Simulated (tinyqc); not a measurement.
Transistor under a ferroelectric capacitor (negative capacitance), static model: one step of the calculation.

A ferroelectric film of thickness tf lies between the gate and an inner metal at potential v, which drives an ordinary transistor. One domain, P = Q (background permittivity neglected): Vg = v + tf (2 al Q + 4 be Q^3), al = -3 sqrt(3) Ec/(4 Pr), be = 3 sqrt(3) Ec/(8 Pr^3). Gate charge Q(v) = Qi + Cp v with the channel charge Qi = Cox n Vt ln(1 + exp((v - VT)/(n Vt))). Q in uC/cm^2, E in kV/cm; 1 nm times 1 kV/cm is 1e-4 V. Domains, leakage and the switching time are left out.

Problem. Gate voltage against inner potential. Q(v) and Vg(v) as above. C = dQ/dv = Cox/(1 + exp(-(v - VT)/(n Vt))) + Cp; dVg/dv = 1 + C tf (2 al + 12 be Q^2); gain = dv/dVg.

Values chosen for this exercise; Pr and Ec close to those of hafnium oxide based films:
- T = 400 K (temperature)
- Cox = 2.5 uF/cm^2 (capacitance of the inner oxide)
- Cp = 1.04 uF/cm^2 (overlap capacitance per gate area)
- VT = 0.34 V (threshold of the inner transistor)
- n = 1.22 (subthreshold factor of the inner transistor)
- tf = 13 nm (ferroelectric thickness)
- Vg = 0.67 V (gate voltage)

Constants: q = 1.602176634e-19 C, kB = 1.380649e-23 J/K, Vt = kB T/q. Results are converted to the units shown.

v, point 0 to 8 (V): 0  0.15  0.3  0.45  0.6  0.75  0.9  1.05  1.2
al = -177.14156 kV cm/uC
be = 0.73198992 kV cm^5/uC^3

Give: Q; C; Vg; dVg/dv.

Solution.

```
point	Q (uC/cm^2)	C (uF/cm^2)	Vg (V)	dVg/dv
0	0.000	1.041	0.0000	0.5207
1	0.157	1.067	0.0776	0.5089
2	0.346	1.737	0.1406	0.2025
3	0.750	3.370	0.1060	-0.5303
4	1.274	3.535	0.0210	-0.5625
5	1.805	3.540	-0.0589	-0.4986
6	2.336	3.540	-0.1274	-0.4098
7	2.867	3.540	-0.1807	-0.2981
8	3.398	3.540	-0.2157	-0.1637
```

dVg/dv is negative at 6 of the points: Vg(v) folds back, so the transfer curve has hysteresis. Minimising dVg/dv over v puts the thickness at which the fold first appears at 8.25 nm.

Numbers from tinyqc (`OMP_NUM_THREADS=1 python tinyqc.py 2860125 2860126 out.jsonl`; about 0.02 s on one thread of a shared Intel Xeon 2.30GHz).
